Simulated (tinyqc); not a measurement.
Kink density above f_c: Frenkel-Kontorova chain: a misfit dislocation (kink) in a monolayer on a periodic substrate. Computed by tinyqc, a small Python program. Command: `OMP_NUM_THREADS=1 python tinyqc.py 3006780 3006781 out.jsonl fkchain walk`. One thread of a shared host (Intel(R) Xeon(R) Processor @ 2.30GHz), about 0.05 s of CPU time with the checks.

E = sum_j [(k/2)(x_(j+1) - x_j - b)^2 + (W/2)(1 - cos(2 pi x_j/a))], x_j = a (j + u_j). A kink takes u from 0 to 1: the chain is stretched by one period and has one atom fewer than wells.

Inputs (values chosen for the exercise, for a model overlayer): spring constant k = 3.68 eV/angstrom^2; substrate period a = 3.53 angstrom; corrugation W = 4.79 eV; misfit f = (b - a)/a = 0.29; atomic mass M = 172 u.

Constants: nu for 1 eV/(angstrom^2 u) = 15.6333042 THz.

Method. l0 = sqrt(k a^2/(2 W)); kink u(j) = (2/pi) arctan exp(pi j/l0); kink energy at f = 0: E0 = (4/pi) W l0; with misfit E0 - k a^2 f; kinks become favourable at f_c = 2/(pi l0), and a coherent chain with free ends loses stability at f_m = 1/l0. Lowest vibration of the flat chain: nu0 = 15.6333042 THz x sqrt(2 pi^2 W/(a^2 M)). Frank and van der Merwe: the modulus q solves f = 2 E(q)/(pi l0 q), and the kinks per atom are pi/(2 l0 q K(q)), with the complete elliptic integrals K and E; strain left = f - density (for f above f_c = 2/(pi l0)).

critical misfit f_c = 0.290981

kink width l0 = 2.18784

Continuum ground state:
```
f             q  kinks per atom  strain left
0.2924  0.99903         0.15938      0.13302
0.2968  0.99528         0.19362      0.10318
0.3055  0.98672         0.22608      0.07942
0.3201  0.97071         0.26049      0.05961
0.3492  0.93619         0.30936      0.03984
0.4074  0.86544         0.38502      0.02238
0.4947  0.76730         0.48292      0.01178
0.6402  0.63528         0.63492      0.00528
```

What does the comparison show, and why?

0.49 % above f_c the density is already 0.55 of f: kinks repel only exponentially, so they flood in, as 1/|ln(f - f_c)|. At 2.2 f_c they take up 99.2 % of the misfit and the layer floats nearly free. Caution: a corrugation above 1 eV is larger than real overlayers usually show; it is chosen to keep the kink narrow. Caution: for l0 below about 3 the kink spans few atoms, and the continuum kink energy is off by about 2 per cent or more.
